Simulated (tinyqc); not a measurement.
Inside a calculation. Model: harmonic transition-state theory with quantum, tunnelling and friction corrections. Computed by tinyqc, a small Python program that keeps every step. Command: `OMP_NUM_THREADS=1 python tinyqc.py 3031722 3031723 out.jsonl rates walk`. One thread of a shared host (Intel(R) Xeon(R) Processor @ 2.30GHz), about 0.05 s of CPU time with the checks. Intermediate numbers are printed to about 6 digits and carried at full precision; extremes and crossings named in words are read from the listed rows.

One atom hops between equivalent sites; three modes at the minimum and two real modes at the saddle are treated as harmonic, the rest of the crystal as unchanged; melting is ignored, so hot rows may lie above the melting point.

Inputs (values chosen for the exercise, modelled on interstitial lithium in silicon):
```
quantity                                value      unit
barrier E_b                             0.632        eV
imaginary frequency at the saddle nu_b   8.89       THz
temperature T                             564         K
jump length d                            2.35  angstrom
number of jump directions z                 4         -
```

Lattice of sites: three-dimensional. Correction studied: tunnelling.

frequencies at the minimum (THz): 9.61  12.4  15.3

real frequencies at the saddle (THz): 11.6  13.5

Constants: k_B = 8.617333262e-05 eV/K; h x 1 THz = 4.135667696 meV.

## Classical rate and diffusivity

Vineyard: nu* = product of minimum frequencies / product of real saddle frequencies; k_cl = nu* exp(-E_b/(k_B T)). Activation entropy S = k_B ln(nu* h/(k_B T)); for uncorrelated jumps D = z k d^2/6 and D0 = z nu* d^2/6; 1 angstrom^2 = 1e-16 cm^2.

prefactor nu* = 11.6425 THz

classical rate k_cl = 2.62201e+07 1/s

activation entropy in the Eyring form = -0.00935221 k_B

classical diffusivity D = 9.65335e-09 cm^2/s

prefactor D0 = 0.00428637 cm^2/s

## Quantum harmonic rate

Quantum harmonic: k_q = (k_B T/h) [prod 2 sinh(x_i/2) (minimum) / prod 2 sinh(x_j/2) (saddle)] exp(-E_b/(k_B T)), x = h nu/(k_B T). Zero-point correction to the barrier = (h/2)(sum of saddle frequencies - sum of minimum frequencies).

x at the minimum: 0.81774  1.05515  1.30192

x at the saddle: 0.98708  1.14875

zero-point correction = -25.2483 meV

quantum harmonic rate k_q = 2.75276e+07 1/s

ratio k_q/k_cl = 1.04987

To second order in x the ratio is 1 + (sum x_i^2 - sum x_j^2)/24 = 1.0493.

## Tunnelling factors

With u = h nu_b/(k_B T): Wigner factor 1 + u^2/24; parabolic barrier (Bell) (u/2)/sin(u/2), valid above T_c = h nu_b/(2 pi k_B); symmetric Eckart barrier: kappa = int_0^infinity P(E) exp(-(E - E_b)/(k_B T)) dE/(k_B T), P = (cosh 2a - 1)/(cosh 2a + cosh 2d), a = alpha sqrt(E/E_b), alpha = 2 pi E_b/(h nu_b), 2d = 2 sqrt(alpha^2 - pi^2/4).

u = 0.756476

crossover temperature T_c = 67.9039 K

Wigner factor = 1.02384

Bell factor = 1.02425

Eckart factor = 1.02605

T/T_c = 8.31: tunnelling is a small correction.

## Corrections over temperature

A dash marks the Bell factor within 3 % of T_c or below.

Rates and factors:
```
T/T_c    T (K)   k_cl (1/s)  k_q/k_cl   Wigner     Bell       Eckart
0.70    47.533  1.13928e-54   40.4354  4.35701        -  3.38570e+07
0.85    57.718  7.61765e-43   16.5411  3.27673        -  5.99700e+02
1.00    67.904  1.44363e-34    9.0818  2.64493        -  1.78075e+01
1.20    81.485  9.48899e-27    5.2992  2.14232  5.23599  4.70996e+00
1.50   101.856  6.23713e-19    3.2087  1.73108  2.41840  2.37825e+00
2.00   135.808  4.09968e-11    2.0483  1.41123  1.57080  1.57103e+00
3.00   203.712  2.69473e-03    1.4138  1.18277  1.20920  1.21321e+00
5.00   339.519  4.83868e+03    1.1405  1.06580  1.06896  1.07185e+00
10.00  679.039  2.37348e+08    1.0343  1.01645  1.01664  1.01815e+00
```

Among these rows Wigner agrees with Eckart to 5 % from T/T_c = 3 upwards. In the first row the Eckart factor is 3.39e7 against 4.36: the Wigner form keeps only the first term in u^2. The Bell factor diverges at T_c, because an inverted parabola has no bottom. Caution: rows below T_c rest on a separable one-dimensional tunnelling factor, which is unreliable there. Caution: rates below 1e-18 per second mean less than one hop in the age of the universe; those rows only illustrate the factors.

Checks made by the program: quantum rate against the classical one at very high temperature (relative difference 2e-08).
